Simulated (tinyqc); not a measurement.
Inside a calculation. Method: MP2 on RHF in the sto-3g basis, for B+, spin multiplicity 1. One step of it, computed by the program tinyqc.

Task: Second-order Moller-Plesset energy. E2 = sum_ijab (ia|jb) [2 (ia|jb) - (ib|ja)] / (e_i + e_j - e_a - e_b) over occupied i, j and virtual a, b; the opposite-spin part is (ia|jb)^2 / denominator, the rest is same-spin, and SCS-MP2 scales them by 6/5 and 1/3.

orbital energies (hartree): MO1 -7.986287, MO2 -0.849252, MO3 -0.200518, MO4 -0.200518, MO5 -0.200518

Two-electron integrals over orbitals (pq|rs), unique and non-zero (hartree):
```
(11|11) 2.897294    (21|11) -0.324303   (21|21) 0.057850    (22|11) 0.742479
(22|21) -0.018490   (22|22) 0.525885    (31|31) 0.021414    (32|31) 0.027489
(32|32) 0.112771    (33|11) 0.742089    (33|21) -0.011529   (33|22) 0.533524
(33|33) 0.586773    (41|41) 0.021414    (42|41) 0.027489    (42|42) 0.112771
(43|43) 0.031630    (44|11) 0.742089    (44|21) -0.011529   (44|22) 0.533524
(44|33) 0.523513    (44|44) 0.586773    (51|51) 0.021414    (52|51) 0.027489
(52|52) 0.112771    (53|53) 0.031630    (54|54) 0.031630    (55|11) 0.742089
(55|21) -0.011529   (55|22) 0.533524    (55|33) 0.523513    (55|44) 0.523513
(55|55) 0.586773
```

Hartree-Fock energy = -23.94847037 hartree

Give: Terms; Pair energies; MP2 correlation energy; SCS-MP2 correlation energy; MP2 total energy.

Result:

Terms:
```
i  j  a  b  (ia|jb)  (ib|ja)  denominator       term
2  2  3  3   0.1128   0.1128      -1.2975    -0.0098
2  2  4  4   0.1128   0.1128      -1.2975    -0.0098
2  2  5  5   0.1128   0.1128      -1.2975    -0.0098
1  2  3  3   0.0275   0.0275      -8.4345  -8.96e-05
1  2  4  4   0.0275   0.0275      -8.4345  -8.96e-05
1  2  5  5   0.0275   0.0275      -8.4345  -8.96e-05
2  1  3  3   0.0275   0.0275      -8.4345  -8.96e-05
2  1  4  4   0.0275   0.0275      -8.4345  -8.96e-05
2  1  5  5   0.0275   0.0275      -8.4345  -8.96e-05
1  1  3  3   0.0214   0.0214     -15.5715  -2.94e-05
1  1  4  4   0.0214   0.0214     -15.5715  -2.94e-05
1  1  5  5   0.0214   0.0214     -15.5715  -2.94e-05
```

Pair energies (hartree; pair i-j sums ij and ji):
```
pair  opposite spin  same spin
1-1       -8.83e-05     0.0000
2-1         -0.0005     0.0000
2-2         -0.0294     0.0000
```

MP2 correlation energy = -0.030031 hartree

SCS-MP2 correlation energy = -0.036037 hartree

MP2 total energy = -23.978501 hartree
